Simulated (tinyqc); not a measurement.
# Worked calculation: on-chip power grid, static voltage drop by conjugate gradients

Computed by the program tinyqc: `OMP_NUM_THREADS=1 python tinyqc.py 2770141 2770142 out.jsonl`, one thread of a shared Intel Xeon 2.30GHz, about 0.1 s for the whole run. Printed values are rounded.

A grid of 4 rows and 4 columns, node k = 4 row + column. Neighbours in a row are joined by Rx, in a column by Ry; pad nodes, which reach the supply through Rp: 0, 12. Each node draws I0, node 1 draws kh I0. The drops u = Vdd - V solve G u = i, with G the conductance matrix (1/Rp added on the diagonal at pad nodes).

Parameters, values chosen for the exercise: supply voltage Vdd = 0.8 V; resistance of a horizontal segment Rx = 0.25 ohm; resistance of a vertical segment Ry = 0.79 ohm; resistance from a pad node to the supply Rp = 0.033 ohm; load current of an ordinary node I0 = 12 mA; factor on the load at the hot node kh = 8.

## Diagonal of G, loads and first direction

G_kk = sum of the conductances at node k. Start u = 0, so the residual is r = i; p = r.

G_kk (S):
```
         col 0    col 1    col 2    col 3
row 0  35.5689  9.26582  9.26582  5.26582
row 1  6.53165  10.5316  10.5316  6.53165
row 2  6.53165  10.5316  10.5316  6.53165
row 3  35.5689  9.26582  9.26582  5.26582
```

r at the start (mA):
```
       col 0  col 1  col 2  col 3
row 0     12     96     12     12
row 1     12     12     12     12
row 2     12     12     12     12
row 3     12     12     12     12
```

p at the start (mA):
```
       col 0  col 1  col 2  col 3
row 0     12     96     12     12
row 1     12     12     12     12
row 2     12     12     12     12
row 3     12     12     12     12
```

## Iteration 1: conjugate-gradient step

u at the start (mV):
```
       col 0  col 1  col 2  col 3
row 0      0      0      0      0
row 1      0      0      0      0
row 2      0      0      0      0
row 3      0      0      0      0
```

q = G p; a = (r.r)/(p.q); u(new) = u + a p; r(new) = r - a q; b = (r.r)(new)/(r.r); p(new) = r(new) + b p.

q (mA S):
```
         col 0     col 1     col 2  col 3
row 0   27.636   778.329  -336.000  0.000
row 1    0.000  -106.329     0.000  0.000
row 2    0.000     0.000     0.000  0.000
row 3  363.636     0.000     0.000  0.000
```

a = 0.153508 ohm

u after iteration 1 (mV):
```
        col 0    col 1   col 2   col 3
row 0  1.8421  14.7368  1.8421  1.8421
row 1  1.8421   1.8421  1.8421  1.8421
row 2  1.8421   1.8421  1.8421  1.8421
row 3  1.8421   1.8421  1.8421  1.8421
```

r after iteration 1 (mA):
```
          col 0     col 1    col 2    col 3
row 0    7.7576  -23.4797  63.5787  12.0000
row 1   12.0000   28.3224  12.0000  12.0000
row 2   12.0000   12.0000  12.0000  12.0000
row 3  -43.8211   12.0000  12.0000  12.0000
```

b = 0.787638

p after iteration 1 (mA):
```
          col 0    col 1    col 2    col 3
row 0   17.2093  52.1335  73.0303  21.4517
row 1   21.4517  37.7740  21.4517  21.4517
row 2   21.4517  21.4517  21.4517  21.4517
row 3  -34.3694  21.4517  21.4517  21.4517
```

## Iteration 2: conjugate-gradient step

As before.

q (mA S):
```
          col 0   col 1    col 2    col 3
row 0    376.43   74.29   355.19  -206.31
row 1    -59.92  133.06  -130.58     0.00
row 2     70.66  -20.66     0.00     0.00
row 3  -1335.44  223.28     0.00     0.00
```

a = 0.105956 ohm

u after iteration 2 (mV):
```
         col 0    col 1   col 2   col 3
row 0   3.6655  20.2606  9.5801  4.1150
row 1   4.1150   5.8445  4.1150  4.1150
row 2   4.1150   4.1150  4.1150  4.1150
row 3  -1.7995   4.1150  4.1150  4.1150
```

r after iteration 2 (mA):
```
          col 0     col 1    col 2    col 3
row 0  -32.1268  -31.3508  25.9442  33.8602
row 1   18.3488   14.2235  25.8356  12.0000
row 2    4.5132   14.1892  12.0000  12.0000
row 3   97.6764  -11.6582  12.0000  12.0000
```

b = 1.74767

p after iteration 2 (mA):
```
        col 0   col 1    col 2   col 3
row 0  -2.051  59.761  153.577  71.350
row 1  55.839  80.240   63.326  49.490
row 2  42.004  51.679   49.490  49.490
row 3  37.610  25.832   49.490  49.490
```

## Iteration 3: conjugate-gradient step

As before.

q (mA S):
```
         col 0    col 1    col 2    col 3
row 0  -382.67  -153.94   818.41  -301.23
row 1    -6.81   227.33  -109.04   -83.01
row 2   -50.66    44.03   -26.27     0.00
row 3  1181.25  -174.46    94.63     0.00
```

a = 0.107198 ohm

u after iteration 3 (mV):
```
         col 0    col 1    col 2    col 3
row 0   3.4457  26.6669  26.0432  11.7636
row 1  10.1008  14.4460  10.9034   9.4203
row 2   8.6177   9.6549   9.4203   9.4203
row 3   2.2322   6.8842   9.4203   9.4203
```

r after iteration 3 (mA):
```
          col 0     col 1     col 2    col 3
row 0    8.8946  -14.8491  -61.7874  66.1518
row 1   19.0790  -10.1462   37.5246  20.8989
row 2    9.9434    9.4696   14.8161  12.0000
row 3  -28.9514    7.0439    1.8556  12.0000
```

b = 0.791377

p after iteration 3 (mA):
```
        col 0   col 1   col 2    col 3
row 0   7.272  32.445  59.750  122.617
row 1  63.269  53.354  87.639   60.064
row 2  43.184  50.368  53.982   51.165
row 3   0.812  27.487  41.021   51.165
```

## Course of the conjugate-gradient iteration

Stop when |r| is below 1e-9 mA.

Course of the iteration:
```
iteration  largest u (mV)  |r| (mA)
1                 14.7368      94.7
2                 20.2606       125
3                 26.6669       111
4                 41.5406      89.1
5                 48.8999      52.1
6                 47.6772      35.1
7                 46.1232      23.5
8                 45.3982      25.6
9                 44.7553      15.8
10                43.9479      6.83
11                43.8567      2.93
12                43.8549      1.12
13                43.9059     0.799
14                43.9320     0.175
15                43.9337   3.52e-3
16                43.9339  5.41e-11
```

Converged in 16 iterations for 16 unknowns; in exact arithmetic the method needs at most 16. The condition number of the matrix is 83.1. Gauss-Seidel sweeps in node order need 229 to reach the same residual.

## Worst drop, pad currents and power lost

converged u (mV):
```
         col 0    col 1    col 2    col 3
row 0   5.4319  35.4977  41.1776  43.9339
row 1  30.9795  36.7169  40.9367  43.1635
row 2  28.9169  33.2518  37.5134  39.9501
row 3   3.6761  20.5381  30.3767  34.9568
```

Pad current u/Rp; worst drop as a share of Vdd; power lost in the grid and pads sum_k i_k u_k; power delivered sum_k i_k (Vdd - u_k).

worst drop = 43.9339 mV
share of Vdd = 5.49173 %
pad currents (mA): node 0 164.602, node 12 111.398
power lost = 9.06601 mW
power delivered = 211.734 mW

The pad currents add up to the total load, 276.0 mA. The worst drop is at node 3, not at the hot node.
